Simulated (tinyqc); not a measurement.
Landau-Devonshire theory of a uniaxial ferroelectric: one step, computed by the program tinyqc. Command: `OMP_NUM_THREADS=1 python tinyqc.py 3008095 3008096 out.jsonl ferro walk`. One thread of a shared host (Intel(R) Xeon(R) Processor @ 2.30GHz), about 0.01 s of CPU time with the checks.

G(P) = (alpha/2) P^2 + (beta*/4) P^4 + (gamma/6) P^6 - E P per volume, SI units, one domain, P along the polar axis, which is normal to the film.

Problem. A capacitor with imperfect screening. Between shorted electrodes with screening length lambda each, the depolarising field is -k P, k = 2 lambda/(eps_0 (d + 2 lambda eps_b)), so alpha turns into alpha + k. Ps^2 = [-beta* + sqrt(beta*^2 - 4 alpha gamma)]/(2 gamma). The polar state is the lowest uniform state while alpha + k < 0 (beta* > 0) or < 3 beta*^2/(16 gamma) (beta* < 0); setting the equality gives the critical thickness d_c.

Inputs (values chosen for the exercise, for a model ferroelectric):

| quantity | value | unit |
|---|---|---|
| Curie-Weiss temperature T0 | 690 | K |
| temperature T | 581 | K |
| film thickness d | 4.3 | nm |
| screening length lambda | 0.018 | nm |
| background permittivity eps_b | 8 | - |

Sample: epitaxial film.

alpha = -2.652344e+08 J m/C^2

beta* = 1.248444e+09 J m^5/C^4

Constants: eps_0 = 8.8541878128e-12 F/m.

Give: depolarising coefficient k; polarisation of the film; size of the depolarising field; critical thickness d_c.

Solution.

depolarising coefficient k = 8.862e+08 J m/C^2

polarisation of the film = 0 microcoulomb/cm^2

size of the depolarising field = 0 MV/m

critical thickness d_c = 15.04 nm

The film is thinner than d_c, so the uniform polar state is not the lowest one; a real film may break into domains or be non-polar.
